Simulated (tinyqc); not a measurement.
Layer against dose: implant damage, amorphisation by cascade overlap, and solid-phase epitaxial regrowth. Computed by tinyqc, a small Python program. Command: `OMP_NUM_THREADS=1 python tinyqc.py 3113844 3113845 out.jsonl sper walk`. One thread of a shared host (Intel(R) Xeon(R) Processor @ 2.30GHz), about 0.01 s of CPU time with the checks.

Range and width of the damage are inputs. Dynamic annealing enters only through the surviving share f.

Inputs (values chosen for the exercise, modelled on phosphorus ions in silicon): atomic density N = 49.9 1/nm^3; ion Z1 = 15; ion mass M1 = 31 u; target Z2 = 14; target mass M2 = 28.09 u; ion energy E = 95 keV; displacement energy E_d = 16 eV; depth of the damage peak R_d = 81 nm; width of the damage profile s_d = 50 nm; share of defects that survive f = 0.65; critical displaced share x_c = 0.14; dose Q = 2.6e+15 1/cm^2.

Constants: a_0 = 0.529177210903 angstrom; e^2/(4 pi eps_0) = 14.39964548 eV angstrom.

Method. Robinson partition: eps = E a M2/(Z1 Z2 (e^2/(4 pi eps_0)) (M1 + M2)), a = 0.8853 a_0/sqrt(Z1^(2/3) + Z2^(2/3)); k = 0.0793 Z1^(2/3) Z2^(1/2) (M1 + M2)^(3/2)/((Z1^(2/3) + Z2^(2/3))^(3/4) M1^(3/2) M2^(1/2)); damage energy T_d = E/(1 + k (eps + 0.40244 eps^(3/4) + 3.4008 eps^(1/6))); displacements nu = 0.8 T_d/(2 E_d). Displaced share x(z) = f nu Q exp(-(z - R_d)^2/(2 s_d^2))/(sqrt(2 pi) s_d N); the layer is amorphous where x > x_c, between R_d -/+ s_d sqrt(2 ln(x_max/x_c)), the upper edge being cut at the surface. Threshold dose Q_c = Q x_c/x_max.

threshold dose Q_c = 1.08620e+14 1/cm^2

displacements per ion nu = 1240.12

Dose series; the last column is f nu Q erfc((z2 - R_d)/(sqrt2 s_d))/2:
```
Q (1/cm^2)   x_max  upper edge (nm)  lower edge (nm)  displaced atoms beyond z2 (1/cm^2)
1.19e+14    0.1534           59.638           102.36                          3.2096e+16
1.63e+14    0.2101           35.950           126.05                          2.4149e+16
2.72e+14    0.3506           13.252           148.75                          1.9232e+16
4.34e+14    0.5594            0.000           164.22                          1.6796e+16
7.60e+14    0.9796            0.000           179.63                          1.4871e+16
1.30e+15    1.6756            0.000           192.41                          1.3556e+16
2.72e+15    3.5058            0.000           207.90                          1.2225e+16
5.43e+15    6.9987            0.000           220.85                          1.1285e+16
```

What does the comparison show, and why?

A dose 46 times larger moves the lower edge from 102 to 221 nm, as the root of a logarithm, and the damage beyond it falls by a factor 2.8, since the edge lies on an ever steeper tail. The layer reaches the surface at Q_c exp(R_d^2/(2 s_d^2)) = 4.03e14 per cm^2.
